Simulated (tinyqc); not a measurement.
MOS capacitor on a p-type substrate, surface potential from the exact charge relation: two steps of the calculation.

Uniform p-type substrate, Boltzmann statistics, full ionisation, classical densities. psi is the surface potential against the body (positive when the bands bend down) and u = psi/Vt. Traps are spread evenly over the gap and neutral at flat band, so their charge is -q Dit psi; the minority quasi-Fermi level is shifted by Vb.

Inputs (values chosen for the exercise); band and dielectric values those of a made-up semiconductor: temperature T = 300 K; band gap Eg = 1.36 eV; relative permittivity eps_r = 14.2; conduction-band density of states at T Nc = 2.77e19 cm^-3; valence-band density of states at T Nv = 2.56e19 cm^-3; electron affinity chi = 4.99 eV; acceptor density of the substrate N = 1.3e16 cm^-3; relative permittivity of the gate insulator (close to silicon dioxide) eox = 3.9; insulator thickness tox = 4 nm; gate work function phiM = 5.65 eV; fixed charge at the interface, in units of q Nf = 1.5e10 cm^-2; density of interface traps Dit = 0 cm^-2 eV^-1; reverse bias of the inversion layer against the body Vb = 0.2 V; gate voltage against the body Vg = 1.83 V.

Constants: q = 1.602176634e-19 C, kB = 1.380649e-23 J/K, Vt = kB T/q, eps0 = 8.8541878128e-14 F/cm where lengths are in cm. Results are converted to the units shown.

Problem 1. Flat band, threshold and scales. ni = sqrt(Nc Nv) exp(-Eg/(2 Vt)), Eg in volts; phiF = Vt ln(N/ni); Cox = eps0 eox/tox; Vfb = phiM - chi - (Eg - Vt ln(Nv/N)) - q Nf/Cox; Q0 = sqrt(2 eps0 eps_r q N Vt); r = (ni/N)^2 exp(-Vb/Vt); VT = Vfb + [(2 phiF + Vb)(1 + q Dit/Cox) + sqrt(2 eps0 eps_r q N (2 phiF + Vb))/Cox].

Find: ni; phiF; Cox; Vfb; Q0; r; VT.

Solution 1.

ni = 1.004e8 cm^-3
phiF = 0.4829 V
Cox = 0.8633 uF/cm^2
Vfb = -0.5067 V
Q0 = 11.64 nC/cm^2
r = 2.606e-20
VT = 0.7496 V

Problem 2. Newton step for the surface potential. u = psi/Vt; F^2 = exp(-u) + u - 1 + r (exp(u) - u - 1); Qs = -sign(u) Q0 F; Cs = -dQs/dpsi = (Q0/Vt) |1 - exp(-u) + r (exp(u) - 1)|/(2 F). f = Vfb + psi + (q Dit psi - Qs)/Cox - Vg, f' = 1 + (Cs + q Dit)/Cox, psi(new) = psi - f/f'.

psi at the start = 1.2691744 V
Cox = 0.86328331 uF/cm^2
Vfb = -0.50668615 V
Q0 = 11.636101 nC/cm^2
r = 2.6060723e-20

Find: u; F; Qs; Cs; f; f'; psi after iteration 1.

Solution 2.

u = 49.09
F = 10.13
Qs = -117.9 nC/cm^2
Cs = 1.235 uF/cm^2
f = -0.9309 V
f' = 2.430
psi after iteration 1 = 1.652 V

Numbers from tinyqc (`OMP_NUM_THREADS=1 python tinyqc.py 2060113 2060114 out.jsonl`; about 0.01 s on one thread of a shared Intel Xeon 2.30GHz).
